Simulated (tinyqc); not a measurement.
# Thermal boundary conductance by the acoustic and diffuse mismatch models, step by step

A worked calculation. Computed by tinyqc, a small Python program that keeps every step. Command: `OMP_NUM_THREADS=1 python tinyqc.py 3016531 3016532 out.jsonl kapitza walk`. One thread of a shared host (Intel(R) Xeon(R) Processor @ 2.30GHz), about 0.01 s of CPU time with the checks. Intermediate numbers are printed to about 6 digits and carried at full precision; extremes and crossings named in words are read from the listed rows.

Each side has one longitudinal and two transverse Debye branches, omega = v q up to q_D = (6 pi^2 n)^(1/3), with n counting all atoms. Scattering at the interface is elastic. Electrons are left out of G, also for metals. Melting is ignored. G refers to the temperatures of the phonons sent towards the interface. Linear branches over all atoms overstate G at high T, most for crystals with several atoms a cell.

Inputs (values chosen for the exercise, modelled on magnesium oxide (side 1) and copper (side 2)):
```
quantity,value,unit
density rho_1,3.63,g/cm^3
longitudinal velocity vL_1,9850,m/s
transverse velocity vT_1,6220,m/s
atom density n_1,109,1/nm^3
conductivity kappa_1,56.1,W/(m K)
density rho_2,9.01,g/cm^3
longitudinal velocity vL_2,5000,m/s
transverse velocity vT_2,2430,m/s
atom density n_2,83.7,1/nm^3
conductivity kappa_2,388,W/(m K)
temperature T,300,K
thickness d_1,84,nm
thickness d_2,34,nm
heat flux J,0.76,kW/cm^2
```

Structure: superlattice.

Constants: hbar = 1.054571817e-34 J s; k_B = 1.380649e-23 J/K.

## Cut-off frequencies and impedances

omega_c = v q_D for each branch, given as hbar omega_c/k_B; impedance Z = rho v.

Branches:
```
branch,v (m/s),cut-off (K),Z (1e6 kg/(m^2 s))
"L, side 1",9850,1400.84,35.7555
"T, side 1",6220,884.59,22.5786
"L, side 2",5000,651.16,45.0500
"T, side 2",2430,316.46,21.8943
```

## Acoustic mismatch: transmission of each branch

No mode conversion. t(theta) = 4 Z_1 Z_2 cos(theta_1) cos(theta_2)/N^2, with N = Z_2 cos(theta_1) + Z_1 cos(theta_2) for L (the form for pressure waves) and N = Z_1 cos(theta_1) + Z_2 cos(theta_2) for both T branches (the form for shear waves polarised along the interface); sin(theta_2) = (v_2/v_1) sin(theta_1), and t = 0 beyond the critical angle arcsin(v_1/v_2); the mean over the incoming flux is alpha = 2 int t sin(theta_1) cos(theta_1) d theta_1 (64 Gauss-Legendre points).

Transmission:
```
branch,t at normal incidence,largest angle from side 1 (deg),"alpha, 1 to 2","alpha, 2 to 1"
L,0.986770,90,0.953130,0.245595
T,0.999763,90,0.924553,0.141112
```

For L waves from side 1 no critical angle exists, and the mean 0.95 stays near the normal-incidence 0.99. For T waves from side 1 no critical angle exists, and the mean 0.92 stays near the normal-incidence 1.00.

## Diffuse mismatch: transmission at low frequency

A phonon forgets its side and branch: alpha(1 to 2) = S_2/(S_1 + S_2), S_i = 1/vL_i^2 + 2/vT_i^2.

S_1 = 6.20020e-08 s^2/m^2

S_2 = 3.78702e-07 s^2/m^2

diffuse alpha, 1 to 2 = 0.859311

## Boundary conductance

G = (k_B^4 T^3/(8 pi^2 hbar^3)) int W(x) x^4 e^x/(e^x - 1)^2 dx, x = hbar omega/(k_B T). Acoustic mismatch: W = sum over the three branches of alpha(1 to 2)/v_1^2, each up to the lower of its two cut-offs. Diffuse mismatch: W = S_1 S_2/(S_1 + S_2), where S_i sums 1/v^2 over the branches of side i still below their cut-off. Radiation limit: W = min(S_1, S_2). The integral is split at the four cut-offs (64 Gauss-Legendre points a piece, x at most 45). Boundary resistance R = 1/G and Kapitza length kappa_2/G use the diffuse value.

G, acoustic mismatch = 470.984 MW/(m^2 K)

G, diffuse mismatch = 815.203 MW/(m^2 K)

G, radiation limit = 1240.48 MW/(m^2 K)

boundary resistance R = 1.22669 m^2 K/GW

Kapitza length in side 2 = 475.955 nm

The diffuse value is 1.73 times the acoustic one and 66 % of the radiation limit. Diffuse scattering raises G here: it ignores the impedance mismatch and lets phonons change direction and branch. Caution: at this temperature short waves carry the heat; linear branches up to q_D overstate their velocity, and inelastic processes, left out here, grow with T.

## Conductance against temperature

The formulas are those given above.

G (MW/(m^2 K)):
```
T (K),acoustic mismatch,diffuse mismatch,radiation limit
2,0.00469825,0.00434439,0.00505567
5,0.0734102,0.0678812,0.0789948
10,0.587281,0.543049,0.631959
20,4.69660,4.34339,5.05491
40,34.5642,32.9203,39.0474
80,147.894,177.305,237.498
150,321.178,495.525,729.241
300,470.984,815.203,1240.48
600,530.119,946.851,1452.84
1000,544.495,979.179,1505.09
```

All three follow T^3 at the cold end (exponent 3.00 for the diffuse model) and flatten at high T (exponent 0.07 at the hot end); the lowest cut-off is 316 K. The ratio of diffuse to acoustic goes from 0.92 to 1.80. The plateau is set by the frequencies that both sides share.

## Cross-plane conductivity of the superlattice

kappa_eff = (d_1 + d_2)/(d_1/kappa_1 + d_2/kappa_2 + 2 R), two interfaces a period, with bulk conductivities in the layers; the gradient is J/kappa_eff.

kappa_eff = 29.2200 W/(m K)

kappa_eff without interfaces = 74.4501 W/(m K)

interface share of the resistance = 0.607522

temperature gradient = 0.260096 K/micrometre

Layers and interfaces share the resistance. Caution: R from emitted-phonon temperatures is too large for use in series with Fourier layers, by up to a factor of about 2. Caution: layers this thin are often below the phonon free path, where bulk conductivities and independent interfaces no longer hold.

Checks made by the program: detailed balance alpha_12/v_1^2 = alpha_21/v_2^2 (relative difference below 1e-10); low-temperature limit G = pi^2 k_B^4 T^3 alpha S_1/(30 hbar^3) (relative difference below 1e-10).
